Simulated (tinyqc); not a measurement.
Stacked nanosheet transistor, parasitic resistance, capacitance and delay: one step of the calculation.

Ns sheets share one contact on top; each has perimeter p = 2 (Ws + ts) and cross-section A = Ws ts; contact width Wc = Ws + 10 nm, stack height Hs = Ns pv. Sheet 1 is the top one. Contact length Lc = CPP - Lg - 2 Lsp, shared by two neighbouring gates. Source and drain sides are equal. The formulas are first-order estimates, not field solutions.

Question. Sheet currents at Vgs = Vdd, Vds = Vdd/2. One sheet: I = p Q vx u/(1 + |u|^1.8)^(1/1.8), Q = Cinv n Vt ln(1 + exp((Vg' - VT + dl Vd')/(n Vt))), u = Vd' mu/(vx Lg), Vg' = Vgs - v, Vd' = Vds - 2 v, with the drop on each side v_j = Rc sum I + rv (sum over levels k = 2..j of the current of sheets k..Ns) + Rx I_j. I(new) = I + 0.5 (I(out) - I).

Inputs (values chosen for the exercise); values close to those of silicon logic devices:

| symbol | value | unit | meaning |
|---|---|---|---|
| T | 300 | K | temperature |
| Ws | 40 | nm | sheet width |
| ts | 6 | nm | sheet thickness |
| rv | 233 | ohm | vertical resistance between sheet levels |
| Lg | 12 | nm | gate length |
| Cinv | 2.7 | uF/cm^2 | inversion capacitance |
| vx | 1.2e7 | cm/s | injection velocity |
| mu | 150 | cm^2/(V s) | apparent mobility |
| VT | 0.26 | V | threshold at zero drain voltage |
| dl | 0.053 | V/V | barrier lowering |
| n | 1.29 |  | subthreshold factor |
| Vdd | 0.6 | V | supply voltage |

Constants: q = 1.602176634e-19 C, kB = 1.380649e-23 J/K, Vt = kB T/q. Results are converted to the units shown.

I after iteration 1 (uA): sheet 1 49.595357, sheet 2 49.595357, sheet 3 49.595357, sheet 4 49.595357
Rc = 185.44544 ohm
Rx = 566.66667 ohm

Give: drop v; I(out); I after iteration 2.

Answer.

drop v (mV): sheet 1 64.89, sheet 2 99.56, sheet 3 122.7, sheet 4 134.2
I(out) (uA): sheet 1 71.49, sheet 2 51.08, sheet 3 31.48, sheet 4 18.95
I after iteration 2 (uA): sheet 1 60.54, sheet 2 50.34, sheet 3 40.54, sheet 4 34.27

Computed by the program tinyqc: `OMP_NUM_THREADS=1 python tinyqc.py 2170167 2170168 out.jsonl`, one thread of a shared Intel Xeon 2.30GHz, about 0.1 s for the whole run.
